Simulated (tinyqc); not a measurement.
n-type polysilicon, carrier trapping at grain boundaries: two steps of the calculation.

One-dimensional grains of size Lg, uniform ionised doping N, monovalent traps Qt at each boundary at a depth Et below (for electrons) or above (for holes) the band edge there, abrupt depletion of width W on each side of a boundary, Boltzmann statistics. xi is the distance from the band edge at the grain centre to the Fermi level. Trapped charge Qt/(1 + exp((xi + VB - Et)/Vt)) = 2 N W, barrier VB = q N W^2/(2 eps0 eps_r).

Values chosen for this exercise; values of the order met in polycrystalline silicon:
```
symbol   value   unit                                                              meaning
T          300      K                                                          temperature
eps_r     11.7                                                       relative permittivity
NB      2.8e19  cm^-3                               conduction-band density of states at T
Lg         260     nm                                                           grain size
Qt      2.4e12  cm^-2                                     trap density of a grain boundary
Et        0.46     eV  depth of the trap level from the majority band edge at the boundary
N       6.6e17  cm^-3                                                               doping
```

Constants: q = 1.602176634e-19 C, kB = 1.380649e-23 J/K, Vt = kB T/q, eps0 = 8.8541878128e-14 F/cm where lengths are in cm. Results are converted to the units shown.

Problem 1. New W. Partly depleted grain, xi = Vt ln(NB/N): f = 1/(1 + exp((xi + VB - Et)/Vt)), g = Qt f - 2 N W, g' = -2 Qt f (1 - f) VB/(W Vt) - 2 N, W(new) = W - g/g'.

W at the start = 15 nm

Give: VB; f; g; g'; W after iteration 1.

Solution 1.

VB = 0.1148 V
f = 0.9999
g = 4.198e11 cm^-2
g' = -1.321e11 cm^-2/nm
W after iteration 1 = 18.18 nm

Problem 2. Depletion width, Fermi level and barrier. If the trap equation with xi = Vt ln(NB/N) has a root W < Lg/2, the grain is partly depleted; otherwise W = Lg/2 and the trap equation gives xi = Et - VB + Vt ln(Qt/(N Lg) - 1). N* = Qt/Lg.

Wanted: N*; W; xi; VB; share of traps filled.

Solution 2.

N* = 9.2308e16 cm^-3
W = 18.172 nm
xi = 0.096886 V
VB = 0.16854 V
share of traps filled = 0.99946

N is 7.15 N*, and the grain is partly depleted; VB = 6.52 Vt.

tinyqc, about 0.01 s, one thread, Intel Xeon 2.30GHz (shared host): `OMP_NUM_THREADS=1 python tinyqc.py 2830167 2830168 out.jsonl`
